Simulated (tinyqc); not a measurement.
Inside a calculation. Method: tight binding, dimerised chain. One step of it, computed by the program tinyqc.

Task: Open chain of 5 cells. The same hoppings without the wrap-around bond.

H of the open chain (eV):
```
            1          2          3          4          5          6          7          8
1    0.000000  -1.830000   0.000000   0.000000   0.000000   0.000000   0.000000   0.000000
2   -1.830000   0.000000  -0.850000   0.000000   0.000000   0.000000   0.000000   0.000000
3    0.000000  -0.850000   0.000000  -1.830000   0.000000   0.000000   0.000000   0.000000
4    0.000000   0.000000  -1.830000   0.000000  -0.850000   0.000000   0.000000   0.000000
5    0.000000   0.000000   0.000000  -0.850000   0.000000  -1.830000   0.000000   0.000000
6    0.000000   0.000000   0.000000   0.000000  -1.830000   0.000000  -0.850000   0.000000
7    0.000000   0.000000   0.000000   0.000000   0.000000  -0.850000   0.000000  -1.830000
8    0.000000   0.000000   0.000000   0.000000   0.000000   0.000000  -1.830000   0.000000
9    0.000000   0.000000   0.000000   0.000000   0.000000   0.000000   0.000000  -0.850000
10   0.000000   0.000000   0.000000   0.000000   0.000000   0.000000   0.000000   0.000000

            9         10
1    0.000000   0.000000
2    0.000000   0.000000
3    0.000000   0.000000
4    0.000000   0.000000
5    0.000000   0.000000
6    0.000000   0.000000
7    0.000000   0.000000
8   -0.850000   0.000000
9    0.000000  -1.830000
10  -1.830000   0.000000
```

Give: levels; weights of the highest filled level on the sites.

Result:

levels (eV): -2.592  -2.340  -1.960  -1.519  -1.137  1.137  1.519  1.960  2.340  2.592

weights of the highest filled level on the sites: 0.080  0.031  0.140  0.099  0.149  0.149  0.099  0.140  0.031  0.080

The bulk gap runs from -0.9800 to 0.9800 eV; no level of this chain lies inside it.
